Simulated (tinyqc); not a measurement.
X-ray reflectivity of a thin film on silicon: critical angles, Parratt recursion, fringes and roughness: one step, computed by the program tinyqc. Command: `OMP_NUM_THREADS=1 python tinyqc.py 3120562 3120563 out.jsonl xrr walk`. One thread of a shared host (Intel(R) Xeon(R) Processor @ 2.30GHz), about 0.01 s of CPU time with the checks.

n = 1 - delta + i beta; the classical electron radius is r_e = 2.8179403e-6 nm. Layer 0 is vacuum, 1 the film, 2 the substrate.

Problem. Reflectivity at one angle. k_j = (2 pi/lambda) sqrt(sin^2 theta - 2 delta_j + 2 i beta_j); r_ij = (k_i - k_j)/(k_i + k_j) x exp(-2 k_i k_j sigma^2) (Nevot-Croce); r = (r_01 + r_12 p)/(1 + r_01 r_12 p), p = exp(2 i k_1 d); R = |r|^2.

Inputs (values chosen for the exercise, modelled on Al2O3 on silicon, copper K-alpha radiation):
```
quantity                              value     unit
wavelength lambda                   0.15406       nm
film thickness d                        7.9       nm
roughness of the surface sigma_1       0.62       nm
roughness of the interface sigma_2     0.32       nm
grazing angle theta                    2.34  degrees
```

Constants:
```
layer      rho_e (1/nm^3)         delta          beta  critical angle (degrees)  q_c (1/nm)
film             868.1277  9.240923e-06  1.108911e-07                 0.2463175   0.3506652
substrate        711.4015  7.572626e-06  1.741704e-07                 0.2229774   0.3174375
```

Give: k_0, k_1, k_2; 1000 r_01; 1000 r_12; p; reflectivity R; q = 4 pi sin(theta)/lambda.

Solution.

k_0, k_1, k_2 (1/nm): 1.665  1.656  1.658

1000 r_01 = 0.3346-0.0041i

1000 r_12 = -0.2881-0.0109i

p = 0.5131+0.8563i

reflectivity R = 1.041e-07

q = 4 pi sin(theta)/lambda = 3.330 1/nm
